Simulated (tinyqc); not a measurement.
Raising U: Hubbard chain of 4 sites, mean field against exact. Computed by the program tinyqc. 

one-body matrix (hopping and site energies) (eV):
```
         1        2        3        4
1   0.0000  -1.1900   0.0000   0.0000
2  -1.1900   0.0000  -1.1900   0.0000
3   0.0000  -1.1900   0.0000  -1.1900
4   0.0000   0.0000  -1.1900   0.0000
```

electrons, up and down: 2  2

Collinear unrestricted mean field (the lowest of 40 random starts) against exact diagonalisation.

Exact and mean-field results (eV):

| U | U/t | E exact | E mean field | mean \|n_up - n_down\| | double occupancy, exact | first gap in the sector |
|---|---|---|---|---|---|---|
| 0.590 | 0.496 | -4.76220 | -4.73184 | 0.000 | 0.224 | 1.307 |
| 1.190 | 1.000 | -4.25469 | -4.13184 | 0.000 | 0.199 | 1.165 |
| 2.380 | 2.000 | -3.42237 | -2.97147 | 0.393 | 0.152 | 0.939 |
| 3.570 | 3.000 | -2.79344 | -2.19197 | 0.697 | 0.114 | 0.770 |
| 4.760 | 4.000 | -2.32424 | -1.70684 | 0.820 | 0.085 | 0.643 |
| 7.140 | 6.000 | -1.70400 | -1.16739 | 0.918 | 0.049 | 0.473 |
| 9.520 | 8.000 | -1.32944 | -0.88306 | 0.953 | 0.031 | 0.370 |
| 14.280 | 12.000 | -0.91400 | -0.59223 | 0.979 | 0.015 | 0.254 |
| 23.800 | 20.000 | -0.55766 | -0.35640 | 0.993 | 0.006 | 0.155 |

In absolute terms mean field is worst at U/t = 4.0, 0.617 eV too high: at small U it is nearly exact, and at large U it misses only exchange-scale energies. Its local moments set in at U/t = 2.0 of those listed, a broken symmetry that the exact state of a finite cluster with equal spins does not have. Relative to the exact energy its error is 0.6 % at the smallest U, 36 % at most and 36 % at the largest. The double occupancy falls from 0.224 to 0.006; at the largest U the first gap is 0.65 times the exchange scale 4t^2/U.
